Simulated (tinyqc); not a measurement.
# Frequency dispersion of an accumulation capacitance by border traps, distributed model: effects of single changes

Traps spread evenly through the insulator exchange electrons with the semiconductor by tunnelling, with tau(x) = t0 exp(2 ka x) at depth x from the interface. The admittance per area Y seen at depth x obeys dY/dx = -Y^2/(i w eps0 eox) + q Nb ln(1 + i w tau)/tau, with Y(0) = i w Cs and w = 2 pi f; the gate sees Y(tox) = G + i w C. Working variable y = Y/(i w), in uF/cm^2. Cox = eps0 eox/tox.

Inputs (values chosen for the exercise); permittivity close to that of aluminium oxide:
```
symbol,value,unit,meaning
eox,8.33,,relative permittivity of the insulator
tox,9.3,nm,insulator thickness
Cs,0.91,uF/cm^2,semiconductor capacitance in accumulation
Nb,1.3e20,cm^-3 eV^-1,density of border traps
ka,3.7,1/nm,decay constant of the wave function in the insulator
t0,2e-10,s,time constant of a trap at the interface
f,1e5,Hz,frequency
```

Constants: q = 1.602176634e-19 C, eps0 = 8.8541878128e-14 F/cm where lengths are in cm. Results are converted to the units shown.

Each table varies one quantity; the others keep the values above.

## Capacitance and loss against frequency

Cox; trap-free value 1/(1/Cox + 1/Cs); response depth d = ln(1/(w t0))/(2 ka), where w tau = 1; lumped estimate: all traps within d act as C_bt = q Nb d placed at d/2, so C = 1/{1/[1/(1/Cs + d/(2 eps0 eox)) + C_bt] + (tox - d/2)/(eps0 eox)}. C and G from a fine integration; dispersion -d C/d log10 f over C, from f times and over 1.1. For a broad spread of time constants G/w is close to -(pi/2) dC/d ln w.

The same in every row: trap-free C (uF/cm^2) = 0.4238.

Capacitance and loss against frequency:
```
f (Hz),d (nm),C (uF/cm^2),G/w (uF/cm^2),dispersion (% a decade),-(pi/2) dC/d ln w (uF/cm^2),lumped C (uF/cm^2)
10,2.458,0.8475,0.02413,4.163,0.02407,0.7915
100,2.147,0.8127,0.02357,4.238,0.02349,0.7663
1000,1.836,0.7783,0.02353,4.412,0.02342,0.7397
10000,1.525,0.7437,0.02417,4.734,0.02402,0.7107
1e5,1.214,0.7075,0.02581,5.297,0.02556,0.6780
1e6,0.9026,0.6680,0.02905,6.282,0.02863,0.6392
1e7,0.5915,0.6223,0.03511,8.098,0.03438,0.5900
```

What does the table show?

C falls from 0.8475 to 0.6223 uF/cm^2, towards the trap-free 0.4238; each decade of frequency removes ln 10/(2 ka) = 0.311 nm from the response depth. The dispersion rises from 4.16 to 8.10 % a decade and G/w goes from 0.0241 through a minimum of 0.0235 (at f = 1000 Hz among the rows listed) to 0.0351 uF/cm^2. G/w lies between 1.00 and 1.02 times -(pi/2) dC/d ln w, the relation for a broad spread of time constants.

## Effect of the semiconductor capacitance in accumulation

Same model as above.

The same in every row: d (nm) = 1.214.

Result of one run:
```
Cs (uF/cm^2),C (uF/cm^2),G/w (uF/cm^2),dispersion (% a decade),-(pi/2) dC/d ln w (uF/cm^2),lumped C (uF/cm^2),trap-free C (uF/cm^2)
2.8,0.7415,0.01848,3.644,0.01843,0.7211,0.6180
```

What becomes of these results when the semiconductor capacitance in accumulation Cs is changed from 2.8 to 0.39 uF/cm^2, all else the same?

Result of the changed run:
```
Cs (uF/cm^2),C (uF/cm^2),G/w (uF/cm^2),dispersion (% a decade),-(pi/2) dC/d ln w (uF/cm^2),lumped C (uF/cm^2),trap-free C (uF/cm^2)
0.39,0.6914,0.02972,6.215,0.02931,0.6567,0.2614
```

The whole series:
```
Cs (uF/cm^2),C (uF/cm^2),G/w (uF/cm^2),dispersion (% a decade),-(pi/2) dC/d ln w (uF/cm^2),lumped C (uF/cm^2),trap-free C (uF/cm^2)
0.2,0.6843,0.03156,6.656,0.03107,0.6470,0.1597
0.39,0.6914,0.02972,6.215,0.02931,0.6567,0.2614
0.75,0.7030,0.02687,5.543,0.02658,0.6721,0.3855
1.4,0.7191,0.02315,4.688,0.02300,0.6930,0.5063
2.8,0.7415,0.01848,3.644,0.01843,0.7211,0.6180
5.4,0.7631,0.01447,2.780,0.01447,0.7473,0.6915
10,0.7802,0.01168,2.197,0.01169,0.7672,0.7348
20,0.7937,0.009693,1.791,0.009698,0.7826,0.7628
```

As Cs goes from 0.2 to 20, C rises from 0.684 to 0.794 uF/cm^2, the dispersion falls from 6.66 to 1.79 % a decade and G/w falls from 0.0316 to 0.00969 uF/cm^2. The lumped estimate is 5.4 % below C in the first row and 1.4 % below it in the last. The same traps disperse C more when Cs is small, since they then add to the weaker series term.

Numbers from tinyqc (`OMP_NUM_THREADS=1 python tinyqc.py 2202024 2202025 out.jsonl`; about 0.7 s on one thread of a shared Intel Xeon 2.30GHz).
